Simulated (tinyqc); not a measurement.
Worked calculation: ROHF in the sto-6g basis, for H4+, spin multiplicity 2. One step of it, computed by the program tinyqc.

Problem. Iteration 3: Roothaan effective Fock matrix. With projectors Pc = D(beta) S, Po = (D(alpha) - D(beta)) S, Pv = 1 - D(alpha) S, the block xy is Px^T F Py; with Fc = (F(alpha) + F(beta))/2, the blocks are Fc for cc, oo, vv and cv, F(beta) for co and F(alpha) for ov.

F(alpha) (hartree), order 1H 1s, 2H 1s, 3H 1s, 4H 1s:
$$\begin{pmatrix}
-0.733819 & -0.750136 & -0.236704 & -0.021381 \\
-0.750136 & -0.838776 & -0.652244 & -0.237102 \\
-0.236704 & -0.652244 & -0.838903 & -0.750638 \\
-0.021381 & -0.237102 & -0.750638 & -0.733507
\end{pmatrix}$$

F(beta) (hartree), order 1H 1s, 2H 1s, 3H 1s, 4H 1s:
$$\begin{pmatrix}
-0.398447 & -0.556451 & -0.276169 & -0.102378 \\
-0.556451 & -0.682570 & -0.663346 & -0.276702 \\
-0.276169 & -0.663346 & -0.683307 & -0.557627 \\
-0.102378 & -0.276702 & -0.557627 & -0.399376
\end{pmatrix}$$

D(alpha) after iteration 2, order 1H 1s, 2H 1s, 3H 1s, 4H 1s:
$$\begin{pmatrix}
0.333234 & 0.305689 & -0.096072 & -0.222340 \\
0.305689 & 0.344022 & 0.053746 & -0.095738 \\
-0.096072 & 0.053746 & 0.344186 & 0.305516 \\
-0.222340 & -0.095738 & 0.305516 & 0.332499
\end{pmatrix}$$

D(beta) after iteration 2, order 1H 1s, 2H 1s, 3H 1s, 4H 1s:
$$\begin{pmatrix}
0.055063 & 0.104579 & 0.104737 & 0.055263 \\
0.104579 & 0.198626 & 0.198925 & 0.104960 \\
0.104737 & 0.198925 & 0.199224 & 0.105118 \\
0.055263 & 0.104960 & 0.105118 & 0.055464
\end{pmatrix}$$

overlap S, order 1H 1s, 2H 1s, 3H 1s, 4H 1s:
$$\begin{pmatrix}
1.000000 & 0.537524 & 0.139642 & 0.029137 \\
0.537524 & 1.000000 & 0.513332 & 0.139862 \\
0.139642 & 0.513332 & 1.000000 & 0.538136 \\
0.029137 & 0.139862 & 0.538136 & 1.000000
\end{pmatrix}$$

Give: effective F.

Solution.

effective F (hartree), order 1H 1s, 2H 1s, 3H 1s, 4H 1s:
$$\begin{pmatrix}
-0.5651 & -0.6536 & -0.2559 & -0.0629 \\
-0.6536 & -0.7614 & -0.6570 & -0.2566 \\
-0.2559 & -0.6570 & -0.7620 & -0.6546 \\
-0.0629 & -0.2566 & -0.6546 & -0.5655
\end{pmatrix}$$
